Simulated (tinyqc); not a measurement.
Inside a calculation: valley splitting in a one-orbital chain of atomic planes (second-neighbour model). Values are carried at full precision from step to step, so a last printed digit may differ when a step is redone from the rounded ones.

Each (001) plane carries one orbital with energy e0, hopping v to the next plane and u to the second: E(phi) = e0 + 2 v cos(phi) + 2 u cos(2 phi), where phi = pi - k a/4 (the sign of every second orbital is chosen so that v > 0, which shifts the phase by pi). The minimum lies at cos(phi0) = -v/(4u), phi0 = pi - (pi/2) k0 for a valley at k0 (2 pi/a), and e0 puts it at zero. A slab of N planes has hard walls: the matrix simply ends.

Constants: hbar^2/2m0 = 3.80998211 eV angstrom^2.

Values chosen for the exercise (near those of the Delta valleys of silicon; abrupt walls in this chain split the valleys several times more than measured wells; not measured data):
```
symbol  value  unit      meaning
a       5.424  angstrom  lattice constant; planes lie a/4 apart
k0      0.833  2 pi/a    position of the valley
ml      0.915  m0        longitudinal mass
N       10               planes in the small slab
```

## Hoppings from the valley position and mass

The curvature at the minimum is d2E/dphi2 = 8 u sin^2(phi0) = (2c/ml)/(a/4)^2 with c = hbar^2/2m0; v = -4 u cos(phi0); e0 = 2u + v^2/(4u).

phi0 = 1.83312 rad
u = 0.60696 eV
v = 0.62959 eV
e0 = 1.37718 eV

## The bulk band

E at phi = j pi/10.

Band:
```
phi/pi,E (eV)
0.0,3.8503
0.1,3.5568
0.2,2.7710
0.3,1.7422
0.4,0.7842
0.5,0.1633
0.6,0.0060
0.7,0.2619
0.8,0.7336
0.9,1.1617
1.0,1.3319
```

## Hamiltonian of the slab

e0 on the diagonal, v and u on the first and second off-diagonals.

H (eV), lower triangle:
```
,1,2,3,4,5,6,7,8,9,10
1,1.3772
2,0.6296,1.3772
3,0.6070,0.6296,1.3772
4,0,0.6070,0.6296,1.3772
5,0,0,0.6070,0.6296,1.3772
6,0,0,0,0.6070,0.6296,1.3772
7,0,0,0,0,0.6070,0.6296,1.3772
8,0,0,0,0,0,0.6070,0.6296,1.3772
9,0,0,0,0,0,0,0.6070,0.6296,1.3772
10,0,0,0,0,0,0,0,0.6070,0.6296,1.3772
```

## Levels and the valley doublet

Diagonalise H. The two lowest levels are the doublet made from the valleys at +k0 and -k0; give their splitting, the weights of the lowest state, and its parity under reversal of the planes.

levels (eV): 0.1480  0.1540  0.5174  0.5987  0.9449  1.1802  1.3808  2.1949  3.0240  3.6290

splitting = 6.02 meV

weights on the planes: 0.031  0.110  0.000  0.251  0.109  0.109  0.251  0.000  0.110  0.031

parity of the lowest state: even

The mean of the doublet lies 0.1510 eV above the bulk minimum, and level 3 lies 0.3663 eV above that mean; the weights oscillate from plane to plane because the two valleys interfere.

## Checks

- Mean of the doublet for 400 planes against the effective-mass level with W = 402 a/4 (meV): both 0.1383.

Computed by tinyqc, a small Python program: `OMP_NUM_THREADS=1 python tinyqc.py 1451859 1451860 out.jsonl` (the numbers bound the seed that draws the inputs); one thread of a shared host (Intel(R) Xeon(R) Processor @ 2.30GHz), about 0.01 s for the whole set of steps.
